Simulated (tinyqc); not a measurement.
Photoconductance decay in a wafer: bulk and surface recombination modes, and iron detection by pair splitting: one step, computed by the program tinyqc. Command: `OMP_NUM_THREADS=1 python tinyqc.py 3113669 3113670 out.jsonl pcd walk`. One thread of a shared host (Intel(R) Xeon(R) Processor @ 2.30GHz), about 0.01 s of CPU time with the checks.

Both faces of the wafer have the same S; injection is low and all coefficients are constant. x runs from -W/2 to W/2.

Task: Effective lifetime. Even modes cos(a x) obey b tan b = S W/(2 D) with b = a W/2, odd modes sin(a x) obey -b cot b = S W/(2 D); each decays at the rate 1/tau_b + D a^2. tau_eff is the decay time of the first mode. The surface time is 1/(D a^2) of that mode; shortcuts for it are W/(2 S), W^2/(pi^2 D) and their sum, whose error is sum/surface time - 1.

Inputs (values chosen for the exercise, modelled on p-type silicon):
```
quantity,value,unit
thickness W,150,micrometre
diffusivity D,27,cm^2/s
bulk lifetime tau_b without iron,250,microsecond
surface recombination velocity S,13000,cm/s
```

Give: tau_eff; surface time; W/(2 S); W^2/(pi^2 D); error of the sum; tau_eff/tau_b.

Result:

tau_eff = 1.348 microsecond

surface time = 1.355 microsecond

W/(2 S) = 0.5769 microsecond

W^2/(pi^2 D) = 0.8443 microsecond

error of the sum = 4.900 %

tau_eff/tau_b = 0.005390

tau_eff is only 0.0054 of tau_b, so it understates the bulk lifetime.
